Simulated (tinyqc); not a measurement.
Gate-all-around wire, scale length and short-channel effects: two steps of the calculation.

A round wire of diameter ts in an insulator shell of thickness ti under a surrounding gate. Below threshold the potential that source and drain add obeys Laplace's equation and vanishes on the gate. Its lowest mode decays along the channel as exp(-k y); k is the smallest positive root of the matching condition at the interface, and the scale length is Lambda = pi/k.

Values chosen for this exercise; permittivities: semiconductor close to that of germanium, insulator close to that of aluminium oxide: relative permittivity of the semiconductor eps_r = 16; relative permittivity of the insulator ei = 9.3; insulator thickness ti = 2.2 nm; wire diameter ts = 10.1 nm.

Problem 1. Scan of the matching condition. f(k) = ei J0(u)[J1(u) Y0(v) - Y1(u) J0(v)] - eps_r J1(u)[J0(u) Y0(v) - Y0(u) J0(v)], u = k ts/2, v = u + k ti.

k, point 0 to 7 (1/nm): 0.0425  0.085  0.1275  0.17  0.2125  0.255  0.2975  0.34

Find: f(k).

Solution 1.

f(k), point 0 to 7: 26.77  12.19  6.87  3.93  2.01  0.67  -0.27  -0.92

The first change of sign lies between k = 0.255 and 0.2975 1/nm.

Problem 2. Decay constant by Newton steps. f(k) = ei J0(u)[J1(u) Y0(v) - Y1(u) J0(v)] - eps_r J1(u)[J0(u) Y0(v) - Y0(u) J0(v)], u = k ts/2, v = u + k ti; f' by a central difference with +/- 1e-5 1/nm; k(new) = k - f/f'.

k after iteration 1 = 0.28281094 1/nm

Give: f; f'; k after iteration 2.

Solution 2.

f = 0.01808
f' = -20.94 nm
k after iteration 2 = 0.2837 1/nm

Program tinyqc, `OMP_NUM_THREADS=1 python tinyqc.py 2420138 2420139 out.jsonl`; Intel Xeon 2.30GHz, shared host, one thread, about 0.01 s.
